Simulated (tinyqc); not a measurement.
Inside a calculation. Method: exchange-only LDA atom on a uniform radial grid, spin-unpolarised, for B(2+). Computed by tinyqc, a small Python program that keeps every step. Settings: Z = 5, points = 128, R = 8.8, functional = Slater exchange alone, mixing = 1.0, iteration cap = 59. Command: `OMP_NUM_THREADS=1 python tinyqc.py 25871 25872 out.jsonl` (the two numbers bound the seeds that draw the settings). One thread of a shared host (Intel(R) Xeon(R) Processor @ 2.60GHz), about 0.05 s of CPU time with the checks. Later iterations appear only in the table of the cycle.

## Iteration 1

Spherical atom on a uniform radial grid r_j = j h with h = R/(N + 1), h sum u^2 = 1 and integrals as h times sums, u(0) = u(R) = 0 (atomic units):
```
parameter,value
Z,5
points N,128
R,8.800000
h,0.068217
mixing,1.000000
electrons in 1s,2
electrons in 2s,1
```

Three-point differences turn -u''/2 + [l(l+1)/2r^2 - Z/r + V] u = e u into a tridiagonal matrix (diagonal 1/h^2 + potential, off-diagonal -1/2h^2). D = sum f u^2; the Hartree potential y/r solves y'' = -D/r with y(0) = 0, y(R) = N_e; v_xc comes from rho = D/(4 pi r^2); E = sum f e - int D V + int D (V_H/2 + eps_xc); V(new) = V + mixing (V_H + v_xc - V).

eigenvalues (hartree): 1s -12.156166, 2s -3.102602

Every 8th grid point:
```
r,V in,u(1s),u(2s),D,V_H,v_xc
0.545736,0.000000,0.815304,-0.385538,1.478081,4.540229,-0.722489
1.091473,0.000000,0.111983,-0.971699,0.969279,2.617946,-0.395423
1.637209,0.000000,0.011536,-0.673304,0.453604,1.816216,-0.234284
2.182946,0.000000,0.001056,-0.333255,0.111061,1.372542,-0.120989
2.728682,0.000000,0.000091,-0.140055,0.019615,1.099260,-0.058499
3.274419,0.000000,0.000007,-0.053387,0.002850,0.916177,-0.027235
3.820155,0.000000,5.99e-07,-0.019069,0.000364,0.785307,-0.012371
4.365891,0.000000,4.70e-08,-0.006502,0.000042,0.687145,-0.005524
4.911628,0.000000,3.63e-09,-0.002141,4.58e-06,0.610795,-0.002435
5.457364,0.000000,2.77e-10,-0.000686,4.70e-07,0.549716,-0.001063
6.003101,0.000000,2.09e-11,-0.000215,4.62e-08,0.499742,-0.000460
6.548837,0.000000,0,-0.000066,4.39e-09,0.458097,-0.000198
7.094574,0.000000,0,-0.000020,4.03e-10,0.422858,-0.000085
7.640310,0.000000,0,-0.000006,3.58e-11,0.392654,-0.000036
8.186047,0.000000,0,-1.67e-06,0,0.366477,-0.000015
8.731783,0.000000,0,-1.38e-07,0,0.343572,0.000000
```

total energy = -21.79679644 hartree

## Iteration 2

As before.

eigenvalues (hartree): 1s -6.828241, 2s -0.995150

Every 8th grid point:
```
r,V in,u(1s),u(2s),D,V_H,v_xc
0.545736,3.817740,0.913999,-0.108405,1.682541,4.234684,-0.754375
1.091473,2.222523,0.195314,-0.715645,0.588443,2.461161,-0.334821
1.637209,1.581931,0.033833,-0.779019,0.609160,1.757582,-0.258481
2.182946,1.251553,0.005383,-0.606250,0.367597,1.355426,-0.180308
2.728682,1.040760,0.000819,-0.406092,0.164912,1.094817,-0.118951
3.274419,0.888943,0.000121,-0.250341,0.062671,0.915088,-0.076299
3.820155,0.772936,0.000018,-0.146544,0.021475,0.785048,-0.048178
4.365891,0.681621,2.53e-06,-0.082823,0.006860,0.687084,-0.030128
4.911628,0.608361,3.61e-07,-0.045631,0.002082,0.610781,-0.018719
5.457364,0.548653,5.11e-08,-0.024653,0.000608,0.549713,-0.011575
6.003101,0.499281,7.19e-09,-0.013109,0.000172,0.499741,-0.007129
6.548837,0.457899,1.01e-09,-0.006868,0.000047,0.458096,-0.004372
7.094574,0.422774,1.41e-10,-0.003531,0.000012,0.422858,-0.002660
7.640310,0.392618,1.96e-11,-0.001742,3.03e-06,0.392654,-0.001581
8.186047,0.366463,0,-0.000738,5.44e-07,0.366477,-0.000851
8.731783,0.343572,0,-0.000075,5.59e-09,0.343572,-0.000177
```

total energy = -22.22690520 hartree

## Convergence

Stop when input and output potentials agree to 1e-7.

Course of the cycle (hartree):
```
iteration,E,e(1s),e(2s),largest |V(out) - V(in)|
1,-21.79679644,-12.156166,-3.102602,7.30e+00
2,-22.22690520,-6.828241,-0.995150,1.03e+00
3,-22.23532230,-7.391246,-1.104256,1.58e-01
4,-22.23552478,-7.310860,-1.092191,2.46e-02
5,-22.23552965,-7.323140,-1.093971,3.81e-03
6,-22.23552977,-7.321242,-1.093699,5.92e-04
7,-22.23552977,-7.321536,-1.093741,9.18e-05
8,-22.23552977,-7.321491,-1.093734,1.43e-05
9,-22.23552977,-7.321498,-1.093735,2.21e-06
10,-22.23552977,-7.321497,-1.093735,3.44e-07
11,-22.23552977,-7.321497,-1.093735,5.34e-08
```

Converged in 11 iterations. A uniform grid resolves the cusp poorly: for a bare nucleus this grid gives 1s at -12.15617 against -Z^2/2 = -12.5 hartree. Before convergence this energy mixes input and output and is not variational, so it may rise towards its limit.
